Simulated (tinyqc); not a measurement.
Inside a calculation. Method: Luttinger-Kohn k.p, four valence bands. Computed by tinyqc, a small Python program that keeps every step. Settings: g1 = 18.63, g2 = 7.39, g3 = 8.71. Command: `OMP_NUM_THREADS=1 python tinyqc.py 23385 23386 out.jsonl` (the two numbers bound the seeds that draw the settings). One thread of a shared host (Intel(R) Xeon(R) Processor @ 2.60GHz), about 0.01 s of CPU time with the checks.

## Bloch Hamiltonian at k

Luttinger parameters chosen for this model; energies are counted downward from the top of the valence band:
```
parameter      value  unit
g1         18.630000
g2          7.390000
g3          8.710000
```

k point k (1/angstrom): [0.01800, 0.04500, 0.01100]

P = c g1 k^2, Q = c g2 (kx^2 + ky^2 - 2 kz^2), R = c sqrt3 [-g2 (kx^2 - ky^2) + 2i g3 kx ky], S = 2 c sqrt3 g3 (kx - i ky) kz, c = hbar^2/2m = 3.809982 eV angstrom^2; rows [P+Q, -S, R, 0], [-S*, P-Q, 0, R], [R*, 0, P-Q, S], [0, R*, S*, P+Q]. The path ends lie at |k| = 0.04 1/angstrom.

H(k) at k (eV), order 3/2, 1/2, -1/2, -3/2:
```
[[0.23464, -0.02276+0.05690i, 0.08295+0.09311i, 0.00000],
 [-0.02276-0.05690i, 0.11600, 0.00000, 0.08295+0.09311i],
 [0.08295-0.09311i, 0.00000, 0.11600, 0.02276-0.05690i],
 [0.00000, 0.08295-0.09311i, 0.02276+0.05690i, 0.23464]]
```

## Levels at k

Diagonalise the Hermitian matrix.

eigenvalues (eV): [0.02423, 0.02423, 0.32641, 0.32641]

## Bands along a path

The same steps at evenly spaced points between the labelled ones.

Bands along the path (eV):
```
k              band 1   band 2   band 3   band 4
[111]         0.00738  0.00738  0.21976  0.21976
[111]-G 0.33  0.00328  0.00328  0.09767  0.09767
[111]-G 0.67  0.00082  0.00082  0.02442  0.02442
G             0.00000  0.00000  0.00000  0.00000
G-[100] 0.33  0.00261  0.00261  0.02263  0.02263
G-[100] 0.67  0.01043  0.01043  0.09052  0.09052
[100]         0.02347  0.02347  0.20367  0.20367
```

## Hole masses

E = c [g1 k^2 -/+ 2 sqrt(g2^2 k^4 + 3 (g3^2 - g2^2)(kx^2 ky^2 + ky^2 kz^2 + kz^2 kx^2))] with c = hbar^2/2m, and m* = hbar^2 k^2 / (2 E).

Masses (electron masses):
```
direction    heavy    light
[100]      0.25974  0.02993
[110]      0.54613  0.02823
[111]      0.82645  0.02774
```
